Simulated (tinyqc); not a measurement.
Inside a calculation. Method: Rayleigh-quotient iteration on a symmetric matrix. Computed by tinyqc, a small Python program that keeps every step. Settings: method = rayleigh, shift = -0.04. Command: `OMP_NUM_THREADS=1 python tinyqc.py 27809 27810 out.jsonl` (the two numbers bound the seeds that draw the settings). One thread of a shared host (Intel(R) Xeon(R) Processor @ 2.60GHz), about 0.01 s of CPU time with the checks.

## Step 1

A, lower triangle:
```
,1,2,3,4,5
1,1.3760
2,-0.5270,2.6360
3,-0.9280,-0.1620,4.8620
4,0.5850,-0.0800,-0.5130,5.4730
5,0.0150,-0.3110,0.2580,0.1920,5.5120
```

vector v at the start: 0.4472  0.4472  0.4472  0.4472  0.4472

shift = -0.0400

solve (A - shift) w = v; v' = w/|w| with its largest component positive (the first on a tie); lambda = v'^T A v'; the next shift is lambda.

vector after step 1: 0.8234  0.4524  0.3100  0.0671  0.1291

Rayleigh quotient after step 1 = 1.1736

## Step 2

As before.

vector after step 2: 0.9326  0.2749  0.2111  -0.1006  0.0008

Rayleigh quotient after step 2 = 0.9300

## Course of the iteration

Stop when the residual |A v - lambda v| is below 1e-9.

Steps:
```
step,lambda,residual
1,1.173632,9.20e-01
2,0.930008,7.91e-02
3,0.927546,8.24e-05
4,0.927546,1.42e-13
```

all eigenvalues, for comparison: 0.9275  2.7657  4.5333  5.6516  5.9809

Converged in 4 steps.
